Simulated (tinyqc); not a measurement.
Inside a calculation. Method: UHF in the sto-3g basis, for H4, spin multiplicity 1. One step of it, computed by the program tinyqc.

Task: Iteration 3: diagonalisation and new density. Diagonalise F' = X^T F X, C = X C', fill 2 alpha and 2 beta electrons from the bottom; D(s) = C_occ C_occ^T. Each column has its largest component positive (the first on a tie).

F(alpha) (hartree), lower triangle:
```
           1H 1s      2H 1s      3H 1s      4H 1s
1H 1s  -0.492094
2H 1s  -0.491621  -0.124928
3H 1s  -0.358273  -0.316976  -0.124928
4H 1s  -0.268321  -0.358273  -0.491621  -0.492094
```

F(beta) (hartree), lower triangle:
```
           1H 1s      2H 1s      3H 1s      4H 1s
1H 1s  -0.124928
2H 1s  -0.491621  -0.492094
3H 1s  -0.358273  -0.268321  -0.492094
4H 1s  -0.316976  -0.358273  -0.491621  -0.124928
```

X, lower triangle:
```
           1H 1s      2H 1s      3H 1s     4H 1s
1H 1s   1.195826
2H 1s  -0.318681   1.195826
3H 1s  -0.225661   0.023357   1.195826
4H 1s   0.023357  -0.225661  -0.318681  1.195826
```

Give: F' = X^T F X; orbital energies; coefficients C; F' = X^T F X; orbital energies; coefficients C; D(alpha) after iteration 3; D(beta) after iteration 3.

Result:

F' = X^T F X (alpha) (hartree), lower triangle:
```
        1       2       3       4
1  -0.205
2  -0.449   0.269
3  -0.268  -0.023   0.269
4   0.072  -0.268  -0.449  -0.205
```

orbital energies (alpha) (hartree): MO1 -0.685, MO2 -0.330, MO3 0.344, MO4 0.798

coefficients C (alpha):
```
         MO1     MO2     MO3     MO4
1H 1s  0.448   0.778  -0.295  -0.831
2H 1s  0.221   0.169   0.814   0.918
3H 1s  0.221  -0.169  -0.814   0.918
4H 1s  0.448  -0.778   0.295  -0.831
```

F' = X^T F X (beta) (hartree), lower triangle:
```
        1       2       3      4
1   0.269
2  -0.449  -0.205
3  -0.268   0.072  -0.205
4  -0.023  -0.268  -0.449  0.269
```

orbital energies (beta) (hartree): MO1 -0.685, MO2 -0.330, MO3 0.344, MO4 0.798

coefficients C (beta):
```
         MO1     MO2     MO3     MO4
1H 1s  0.221   0.169   0.814   0.918
2H 1s  0.448   0.778  -0.295  -0.831
3H 1s  0.448  -0.778   0.295  -0.831
4H 1s  0.221  -0.169  -0.814   0.918
```

D(alpha) after iteration 3, lower triangle:
```
        1H 1s   2H 1s  3H 1s  4H 1s
1H 1s   0.805
2H 1s   0.230   0.077
3H 1s  -0.032   0.020  0.077
4H 1s  -0.404  -0.032  0.230  0.805
```

D(beta) after iteration 3, lower triangle:
```
        1H 1s   2H 1s  3H 1s  4H 1s
1H 1s   0.077
2H 1s   0.230   0.805
3H 1s  -0.032  -0.404  0.805
4H 1s   0.020  -0.032  0.230  0.077
```
